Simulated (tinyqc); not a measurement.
From results back to parameters: band-to-band tunnelling across a p-n junction in a two-band chain. Two cases, with inputs chosen for the exercise.

Problem. In a uniform field T = exp(-B/F), B = (pi/4) sqrt(m/c) Eg^(3/2), c = hbar^2/2m0, 1 V/angstrom = 100 MV/cm. m is the band-edge mass, the same for both bands (twice the reduced mass). The ratio below comes from a hidden m.

Constants: hbar^2/2m0 = 3.80998211 eV angstrom^2.

Case 1.

Values chosen (out of a larger set: gap and mass near those of GaAs; not measured data):
- Eg = 1.384 eV (gap)
- F1 = 1.25 MV/cm (first field)
- F2 = 2.89 MV/cm (second field)

ln(T2/T1) = 7.975042

Case 2.

Values chosen (out of a larger set: gap and mass near those of InAs; not measured data):
- Eg = 0.364 eV (gap)
- F1 = 1.34 MV/cm (first field)
- F2 = 2.21 MV/cm (second field)

ln(T2/T1) = 0.410462

Find: B; m.

Solution. B is the logarithm over 1/F1 - 1/F2, and m = c (4B/pi)^2/Eg^3 with B in V/angstrom.

Case 1.

B = 17.567 MV/cm
m = 0.0719 m0

Case 2.

B = 1.397 MV/cm
m = 0.0250 m0

Computed by tinyqc, one run a case: `OMP_NUM_THREADS=1 python tinyqc.py N N+1 out.jsonl` with N = 1452521, 1452636; one thread of a shared Intel(R) Xeon(R) Processor @ 2.30GHz, about 0.01 s a run at most.
